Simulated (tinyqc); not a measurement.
## Planar ballistic transistor, top-of-the-barrier model: effect of the valley degeneracy

At the top of the source barrier, states moving towards the drain are filled by the source (Fermi level 0) and states moving back by the drain (Fermi level -q Vd); nothing scatters. U is the shift of the band edge there, set by the capacitances CG, CD and CS (the total) and by the charge. Parabolic two-dimensional band; the source is grounded.

N0 = gv m kB T/(pi hbar^2), CG = eps0 eox/tox, vT = sqrt(2 kB T/(pi m)), CS = CG/aG, n0 = n at U = 0 and Vd = 0. eta1 = -(E0 + U)/Vt, eta2 = eta1 - Vd/Vt, n = (N0/2)[F_0(eta1) + F_0(eta2)], F_0(x) = ln(1 + exp x). U = UL + q (n - n0)/CS with UL = -(aG Vg + aD Vd), energies in eV. I = q (N0/2) vT [F_(1/2)(eta1) - F_(1/2)(eta2)] per width, F_(1/2)(x) = (2/sqrt(pi)) int_0^infinity u^(1/2)/(1 + exp(u - x)) du. CQ = (q/Vt) dn/d(eta1). E0 is held fixed.

Values chosen for this exercise; mass and valleys close to those of germanium: temperature T = 150 K; effective mass m = 0.121 m0; relative permittivity of the gate insulator eox = 16; insulator thickness tox = 1.5 nm; gate control CG/CS aG = 0.76; drain control CD/CS aD = 0.064; band edge at the barrier top above the source Fermi level at zero bias E0 = 0.26 eV; gate voltage Vg = 0.7 V; drain voltage Vd = 0.7 V.

Constants: q = 1.602176634e-19 C, kB = 1.380649e-23 J/K, hbar = 1.054571817e-34 J s, m0 = 9.1093837015e-31 kg, Vt = kB T/q, eps0 = 8.8541878128e-14 F/cm where lengths are in cm. Results are converted to the units shown.

Result of one run:
```
gv   eta1  n (cm^-2)  I (uA/um)  mean velocity I/(q n) (cm/s)   CQ/CS
3   12.39   1.215e13       5682                       2.920e7  0.9775
```

What becomes of these results when the valley degeneracy gv is changed from 3 to 4, all else the same?

Result of the changed run:
```
gv   eta1  n (cm^-2)  I (uA/um)  mean velocity I/(q n) (cm/s)  CQ/CS
4   10.64   1.390e13       6044                       2.713e7  1.303
```

The whole series:
```
gv   eta1  n (cm^-2)  I (uA/um)  mean velocity I/(q n) (cm/s)   CQ/CS
1   18.49   6.039e12       3435                       3.550e7  0.3258
2   14.84   9.695e12       4950                       3.187e7  0.6517
3   12.39   1.215e13       5682                       2.920e7  0.9775
4   10.64   1.390e13       6044                       2.713e7   1.303
6   8.294   1.626e13       6283                       2.412e7   1.955
```

As gv goes from 1 to 6, n rises from 6.04e12 to 1.63e13 cm^-2, the mean velocity falls from 3.55e7 to 2.41e7 cm/s and the current rises from 3430 to 6280 uA/um. CQ/CS goes from 0.33 to 2.0.

Numbers from tinyqc (`OMP_NUM_THREADS=1 python tinyqc.py 2400011 2400012 out.jsonl`; about 0.01 s on one thread of a shared Intel Xeon 2.30GHz).
